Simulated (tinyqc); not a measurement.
Inside a calculation. Method: lattice vibrations of a chain. One step of it, computed by the program tinyqc.

Task: Frequencies. omega^2 are the eigenvalues; wavenumber = 521.4708 sqrt(eigenvalue) 1/cm.

D(q) (eV/(angstrom^2 u)):
```
                    1          2          3                   4
1            1.107623  -0.630610   0.000000  0.140330+0.131778i
2           -0.630610   0.692308  -0.094269            0.000000
3            0.000000  -0.094269   1.149378           -0.475098
4  0.140330-0.131778i   0.000000  -0.475098            0.297639
```

Give: eigenvalues; wavenumbers; weights |e|^2 of the mass-weighted modes.

Result:

eigenvalues: 0.033  0.261  1.363  1.590

wavenumbers (1/cm): 95.1  266.3  608.9  657.5

weights |e|^2 of the mass-weighted modes:
```
        mode 1  mode 2  mode 3  mode 4
atom 1   0.092   0.251   0.024   0.633
atom 2   0.070   0.589   0.022   0.318
atom 3   0.122   0.052   0.801   0.025
atom 4   0.715   0.109   0.153   0.024
```
